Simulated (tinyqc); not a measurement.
Worked calculation: adsorption as a lattice gas: isotherms with interactions, competition, desorption peaks and saturation dose. Computed by tinyqc, a small Python program that keeps every step. Command: `OMP_NUM_THREADS=1 python tinyqc.py 3014240 3014241 out.jsonl adsorb walk`. One thread of a shared host (Intel(R) Xeon(R) Processor @ 2.30GHz), about 0.2 s of CPU time with the checks. Intermediate numbers are printed to about 6 digits and carried at full precision; extremes and crossings named in words are read from the listed rows.

One adsorbate per site; a molecule needs 2 empty sites. Gas and surface have the same temperature.

Inputs (values chosen for the exercise, for a model surface):
```
quantity,value,unit
desorption energy E,0.763,eV
prefactor nu,1.2e+14,1/s
pair energy w (positive repels),0.013,eV
neighbours z,4,-
site density N_s,3.6,1/nm^2
molecular mass M,143,u
sticking coefficient s0,0.0014,-
temperature T,247,K
pressure p,0.11,Pa
"blocking by a second gas, K_B p_B",0.51,-
heating rate beta,1.4,K/s
initial coverage theta_0,0.83,-
aspect ratio a (depth over diameter) of a hole,5,-
```

Adsorption: dissociative (second order).

Constants: u = 1.6605390666e-27 kg; k_B = 1.380649e-23 J/K; k_B = 8.617333262e-05 eV/K.

## Flux and the Langmuir coverage

Flux F = p/sqrt(2 pi M k_B T); k_d = nu exp(-E/(k_B T)); 2 s0 F (1 - theta)^2 = N_s k_d theta^2, so y = sqrt(2 s0 F/(N_s k_d)), theta = y/(1 + y). With a second gas on the same sites theta = y/(1 + y + K_B p_B).

flux F = 1542.13 1/(nm^2 s)

k_d = 0.0324309 1/s

y = 6.08146

Langmuir coverage = 0.858786

coverage with the second gas = 0.801092

## Coverage with interactions

With u = w/(k_B T). Mean field: theta/(1 - theta) = y exp(-z u theta). Quasi-chemical: theta/(1 - theta) = y [(r - 1 + 2 theta)(1 - theta)/((r + 1 - 2 theta) theta)]^(-z/2) exp(-z u/2), r = sqrt(1 - 4 theta (1 - theta)(1 - exp(-u))).

u = 0.610764

coverage, mean field = 0.589981

coverage, quasi-chemical = 0.584843

Repulsion lowers the coverage from 0.8588. Both theories put half coverage at ln y = z u/2 = 1.222; here ln y = 1.805.

## Isotherms

The formulas are those given above.

Coverage; the first column is ln y - z u/2:
```
ln y - z u/2,no interaction,mean field,quasi-chemical
-5.0,0.022347,0.021241,0.021492
-3.0,0.144492,0.113477,0.117934
-2.0,0.314649,0.213964,0.222567
-1.0,0.555157,0.347881,0.355661
-0.5,0.672943,0.422784,0.427260
0.0,0.772332,0.500000,0.500000
0.5,0.848326,0.577216,0.572740
1.0,0.902166,0.652119,0.644339
2.0,0.961636,0.786036,0.777433
3.0,0.985536,0.886523,0.882066
5.0,0.998018,0.978759,0.978508
```

At half coverage the slope d theta/d ln y is 1/4 without interaction, 1/(4 + z u) = 0.155 in mean field and 0.146 in the pair theory, 1/[4 + 2 z (exp(u/2) - 1)]. Repulsion spreads the filling over a wider range of pressure; the two theories differ by at most 0.0086 in these rows.

## Desorption peak without interaction

The peak obeys E/(k_B T_p^2) = (nu theta_0/beta) exp(-E/(k_B T_p)) if theta at the peak is theta_0/2. Redhead's shortcut, with the constant 3.46 (3.64 is also in use), reads E back as k_B T_p [ln(nu' T_p/beta) - 3.46], nu' = nu theta_0.

peak temperature T_p = 260.914 K

E by Redhead's shortcut = 0.764449 eV

The shortcut misses by +0.19 %, since 3.46 stands for ln(E/(k_B T_p)) = 3.52. A prefactor wrong by a factor 100 would shift E by 0.104 eV.

## Peak against initial coverage

Heating at the rate beta: d theta/dT = -(nu/beta) theta^2 exp(-[E - 2 z w theta]/(k_B T)). Integrated numerically (relative tolerance 1e-9); T_p is the maximum of the rate.

Peak temperatures (K):
```
theta_0,w = 0,with w
0.1,276.758,273.651
0.3,268.097,258.976
0.5,264.247,249.106
0.7,261.769,240.555
0.9,259.948,232.594
```

Without interaction the peak moves down by 16.8 K, the mark of second order; with w it moves by -41.1 K.

## Dose to saturate, flat and in a hole

Without desorption or interaction, 99 % coverage needs the time 99 N_s/(2 s0 F). For a round hole of aspect ratio a in molecular flow with unit sticking (Gordon), the time is N_s/(2F) x [1 + (19/4) a + (3/2) a^2]. The larger of the two times is a rough guide.

time on a flat surface = 82.5391 s

time for the hole = 0.0726594 s

The surface reaction is the slower step. Caution: with k_d = nu exp(-E/(k_B T)) of these inputs desorption is not negligible over the time on a flat surface, so without interaction 99 % coverage is not reached.

Checks made by the program: quasi-chemical form at low coverage and at the symmetry point (relative difference 1e-07); T_p against the integrated rate equation (relative difference 1e-03).
